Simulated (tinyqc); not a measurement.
Power transistor in saturation, electro-thermal loop: one step of the calculation.

One temperature T for the device, T = T0 + Rth P(T), with P(T) = V I0 (T/300 K)^(-al) [1 + kv (T - 300 K)/Vov]^2. The loop gain is Rth dP/dT; a solution is thermally stable when it is below one.

Question. Temperature by substitution. P(T) = V I0 (T/300 K)^(-al) [1 + kv (T - 300 K)/Vov]^2; T(new) = T0 + Rth P(T).

Values chosen for this exercise: ambient temperature T0 = 320 K; drain voltage V = 48 V; saturation current at 300 K I0 = 0.52 A; exponent of the mobility al = 1.3; overdrive at 300 K Vov = 1.2 V; fall of the threshold with temperature kv = 1.1 mV/K; thermal resistance Rth = 4.6 K/W.

T after iteration 1 = 429.48257 K

Find: P; T after iteration 2.

Answer.

P = 19.593 W
T after iteration 2 = 410.13 K

tinyqc, about 0.01 s, one thread, Intel Xeon 2.30GHz (shared host): `OMP_NUM_THREADS=1 python tinyqc.py 2520063 2520064 out.jsonl`
